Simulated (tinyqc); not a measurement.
# Single-photon avalanche diode, trigger probability and counting, step by step

Numbers from tinyqc (`OMP_NUM_THREADS=1 python tinyqc.py 2630149 2630150 out.jsonl`; about 0.01 s on one thread of a shared Intel Xeon 2.30GHz). Printed values are rounded.

A multiplication layer of width W with the uniform field V/W; alpha = an exp(-bn/E) for electrons, beta = ap exp(-bp/E) for holes (local model, no dead space). a = alpha W, b = beta W. Electrons enter at x = 0, holes at x = W. P0 is the probability that an electron entering at 0 starts a lasting avalanche, PW the same for a hole entering at W.

Inputs (values chosen for the exercise); ionisation coefficients close to those of germanium:
```
symbol,value,unit,meaning
an,1.55e7,1/cm,electron prefactor
bn,1.59,MV/cm,electron field
ap,9.91e6,1/cm,hole prefactor
bp,1.27,MV/cm,hole field
W,1.5,um,width of the multiplication layer
Vx,1.8,V,excess bias
eta,0.61,,probability that a photon makes a pair that enters the layer
Gd,780,1/s,thermal generation rate in the layer
td,20,ns,dead time
Cd,53,fF,diode capacitance
Rq,50,kohm,quench resistance
pa,8.9e-8,,trapping probability per avalanche carrier
tt,22,ns,trap release time
nph,3.1e7,1/s,photon rate
```

Constants: q = 1.602176634e-19 C. Results are converted to the units shown.

## Ionisation integrals at and above breakdown

breakdown voltage VB = 28.25240 V

Breakdown: ln(a/b) = a - b with a not equal to b. VB is given; V = VB + Vx.

E at VB = 0.1883494 MV/cm
a at VB = 0.5014334
b at VB = 1.753108
E at V = 0.2003494 MV/cm
a = 0.8313851
b = 2.625450

At VB, ln(a/b) = -1.252 equals a - b.

## Iteration 1: trigger probability by substitution

P0 at the start = 0.3

PW = P0 exp(b - a)/(1 - P0 + P0 exp(b - a)); P0(new) = 1 - (1 - PW)^(a/b).

PW = 0.7204645
P0 after iteration 1 = 0.3321075

## Iteration 2: trigger probability by substitution

As before.

PW = 0.7493965
P0 after iteration 2 = 0.3548199

## Course of the iteration: trigger probability by substitution

Stop when P0 changes by less than 1e-9, or after 400 iterations. The rule counts as met only at a root strictly between 0 and 1.

Course of the iteration:
```
iteration         P0  |change|
1          0.3321075    0.0321
2          0.3548199    0.0227
3          0.3702492    0.0154
4          0.3804678    0.0102
5          0.3871290   6.66e-3
6          0.3914283   4.30e-3
7          0.3941860   2.76e-3
8          0.3959480   1.76e-3
9          0.3970710   1.12e-3
...              ...       ...
32         0.3990305   3.25e-8
33         0.3990306   2.06e-8
34         0.3990306   1.31e-8
35         0.3990306   8.31e-9
36         0.3990306   5.27e-9
37         0.3990306   3.35e-9
38         0.3990306   2.12e-9
39         0.3990306   1.35e-9
40         0.3990306  8.55e-10
```

Converged in 40 iterations. At the end each change is about 0.63 times the one before: linear convergence.

## Detection, dark counts, afterpulses and dead-time loss

P0 = 0.3990306
Pm = 0.6124854

Pm is the mean trigger probability of pairs made evenly in the layer. PDP = eta P0; dark counts Gd Pm; avalanche charge Cd Vx/q; afterpulse probability pa (Cd Vx/q) exp(-td/tt) Pm; true rate n = nph PDP + dark counts; measured n/(1 + n td) (non-paralysable) or n exp(-n td) (paralysable); recharge time Rq Cd.

PDP = 0.2434087
dark counts = 477.7386 1/s
avalanche charge = 5.954400e5 electrons
afterpulse probability = 1.307707 %
true rate = 7.546146e6 1/s
measured, non-paralysable = 6.556605e6 1/s
measured, paralysable = 6.489037e6 1/s
recharge time = 2.65 ns

Dead time hides 13 % of the events in the first model and 14 % in the second.
